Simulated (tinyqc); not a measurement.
Jacobi rotations on a symmetric matrix, step by step. One step of it, computed by the program tinyqc.

Task: Jacobi rotation 1. Take the largest off-diagonal element A_pq; tan 2 theta = 2 A_pq / (A_qq - A_pp) with |theta| <= pi/4; A' = J^T A J with J_pp = J_qq = cos, J_pq = sin, J_qp = -sin.

A, lower triangle:
```
           1          2          3         4         5         6
1   0.137000
2   0.078000   0.995000
3  -0.078000  -0.155000   1.043000
4   0.157000  -0.300000   0.111000  1.448000
5   0.138000  -0.227000   0.073000  0.010000  1.549000
6  -0.029000   0.054000  -0.062000  0.136000  0.168000  2.193000
```

Give: p, q, theta; A'.

Result:

p, q, theta (rad): 2.0000  4.0000  -0.4621

A', lower triangle:
```
         1        2        3       4       5       6
1   0.1370
2   0.1398   0.8456
3  -0.0780  -0.0893   1.0430
4   0.1058   0.0000   0.1685  1.5974
5   0.1380  -0.1987   0.0730  0.1101  1.5490
6  -0.0290   0.1090  -0.0620  0.0977  0.1680  2.1930
```
